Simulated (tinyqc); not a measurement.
Thickness of the film: ellipsoidal valleys in the axes of a wafer and a channel.

Valleys with axes a along [111], [1-1-1], [-11-1] and [-1-11], one whole valley each; inverse mass tensor w = 1/mt + (1/ml - 1/mt) a a. Device axes: z = nz/|nz|, x = nx/|nx|, y = z cross x; in them a = (ax, ay, az). Confinement mass mz = 1/w_zz. In the plane w_ij is replaced by u_ij = w_ij - w_iz w_jz/w_zz (i, j = x, y); density-of-states mass md = 1/sqrt(det u); conductivity mass along x mc = 1/u_xx; ballistic transport mass mx = u_yy/det u, width mass my = 1/u_yy.

Hard walls: E_n = c (n pi/t)^2/mz, c = hbar^2/2m0, n = 1, 2, 3. Non-degenerate share of a valley proportional to md sum_n exp(-E_n/kT); mean 1/mc = sum of share/mc. 1 nm = 10 angstrom.

Constants: hbar^2/2m0 = 3.80998211 eV angstrom^2; kB = 8.617333262e-05 eV/K.

Values chosen for the exercise (near those of the L valleys of Ge; the results hold for these values, not for the real material): ml = 1.62 m0 (longitudinal mass); mt = 0.082 m0 (transverse mass); nz = (1, 1, 0) (surface normal (confinement)); nx = (1, -1, 0) (channel direction); T = 300 K (temperature).

Share of the lowest ladder and mean conductivity mass.

Results:

| t (nm) | lowest E1 (meV) | spread of E1 (meV) | share of the lowest ladder | mean mc |
|---|---|---|---|---|
| 2.0 | 420.8 | 725.6 | 1.000 | 0.0820 |
| 3.0 | 187.0 | 322.5 | 1.000 | 0.0820 |
| 4.0 | 105.2 | 181.4 | 0.999 | 0.0821 |
| 5.0 | 67.3 | 116.1 | 0.982 | 0.0830 |
| 7.0 | 34.4 | 59.2 | 0.859 | 0.0900 |
| 14.0 | 8.6 | 14.8 | 0.592 | 0.1106 |

Give the missing row, t (nm) = 10.0.

Computed row:
```
t (nm)  lowest E1 (meV)  spread of E1 (meV)  share of the lowest ladder  mean mc
10.0               16.8                29.0                       0.680   0.1028
```

The spread falls as 1/t^2 and passes kT = 25.9 meV between t = 10 and 14 nm; the share of the lowest ladder goes from 1.000 to 0.592 and the mean mass goes from 0.0820 to 0.1106, against 0.1200 for equal shares, the limit of a thick film (the bulk value 3/(1/ml + 2/mt) is 0.1200). Three subbands a valley become too few once E3 nears kT. In the thinnest rows E1 (421 meV) is beyond the parabolic range, and the Delta valleys can pass below.

Run: tinyqc, `OMP_NUM_THREADS=1 python tinyqc.py 1880776 1880777 out.jsonl`; Intel(R) Xeon(R) Processor @ 2.30GHz, one thread, shared host; about 0.01 s of CPU time with all checks.
